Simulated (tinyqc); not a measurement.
## Offset from the accumulated charge

Problem. Layer 1 (x < 0) accumulates electrons and layer 2 (x > 0) is depleted. Boltzmann statistics. Sheet densities from the first integral: Q1 = sqrt((2 eps0 eps_r Vt N1/q)(exp(u1) - u1 - 1)) extra electrons, Q2 = sqrt((2 eps0 eps_r Vt N2/q)(exp(-u2) + u2 - 1)) missing ones, u = V/Vt; neutrality Q1 = Q2 + si. V1 + V2 = dE + Vt ln[(N2/Nc2)/(N1/Nc1)]. Find V1, V2 and dE.

Inputs (values chosen for the exercise); values of the order of III-V alloys:
```
symbol,value,unit,meaning
T,350,K,temperature
eps_r,13.3,,relative permittivity of both layers
Nc1,2.1e17,cm^-3,density of states of the narrow-gap layer 1
Nc2,7.7e17,cm^-3,density of states of the wide-gap layer 2
N1,1.5e15,cm^-3,donor density in layer 1
N2,2.2e16,cm^-3,donor density in layer 2
si,0,cm^-2,fixed charge at the interface
```

Constants: q = 1.602176634e-19 C, kB = 1.380649e-23 J/K, Vt = kB T/q, eps0 = 8.8541878128e-14 F/cm where lengths are in cm. Results are converted to the units shown.

Q1 = 1.7420027e11 cm^-2

Answer. Each sheet density rises steadily with its bending, so Q1 fixes V1 and Q2 = Q1 - si fixes V2.

V1 = 0.118 V
V2 = 0.123 V
dE = 0.200 eV

tinyqc, about 0.1 s, one thread, Intel Xeon 2.30GHz (shared host): `OMP_NUM_THREADS=1 python tinyqc.py 2410157 2410158 out.jsonl`
